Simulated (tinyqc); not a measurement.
# Permittivity and interlayer from two capacitances

Question. A two-layer stack has Cox = eps0/(t1/e1 + t2/e2) and EOT = 3.9 eps0/Cox. Find e2, the EOT of layer 1 and, with e1 given, t1.

Values chosen for this exercise:
- e1 = 3.92 (relative permittivity of layer 1)

Constants: eps0 = 8.8541878128e-14 F/cm where lengths are in cm. Results are converted to the units shown.

Cox at t2 = 1.6 and 7.2 nm (uF/cm^2): 1.9857151  1.3269909

Answer. EOT is linear in t2 with slope 3.9/e2, and its intercept is the EOT of layer 1.

e2 = 25.3
EOT of layer 1 = 1.49 nm
t1 = 1.50 nm

Program tinyqc, `OMP_NUM_THREADS=1 python tinyqc.py 2010138 2010139 out.jsonl`; Intel Xeon 2.30GHz, shared host, one thread, about 0.01 s.
